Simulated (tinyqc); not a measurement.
Trap density from one capacitance.

Problem. Traps spread evenly through the insulator exchange electrons with the semiconductor by tunnelling, with tau(x) = t0 exp(2 ka x) at depth x from the interface. The admittance per area Y seen at depth x obeys dY/dx = -Y^2/(i w eps0 eox) + q Nb ln(1 + i w tau)/tau, with Y(0) = i w Cs and w = 2 pi f; the gate sees Y(tox) = G + i w C. Working variable y = Y/(i w), in uF/cm^2. Cox = eps0 eox/tox. Find Nb and G/w.

Inputs (values chosen for the exercise): relative permittivity of the insulator eox = 19; insulator thickness tox = 6.3 nm; semiconductor capacitance in accumulation Cs = 1.5 uF/cm^2; decay constant of the wave function in the insulator ka = 5.8 1/nm; time constant of a trap at the interface t0 = 3e-9 s; frequency f = 10000 Hz.

Constants: q = 1.602176634e-19 C, eps0 = 8.8541878128e-14 F/cm where lengths are in cm. Results are converted to the units shown.

C = 1.0390780 uF/cm^2

Answer. C rises steadily with Nb, so one density matches; in practice ka and t0 must come from the frequency dependence.

Nb = 1.40e19 cm^-3 eV^-1
G/w = 0.0133 uF/cm^2

tinyqc, about 0.4 s, one thread, Intel Xeon 2.30GHz (shared host): `OMP_NUM_THREADS=1 python tinyqc.py 2202003 2202004 out.jsonl`
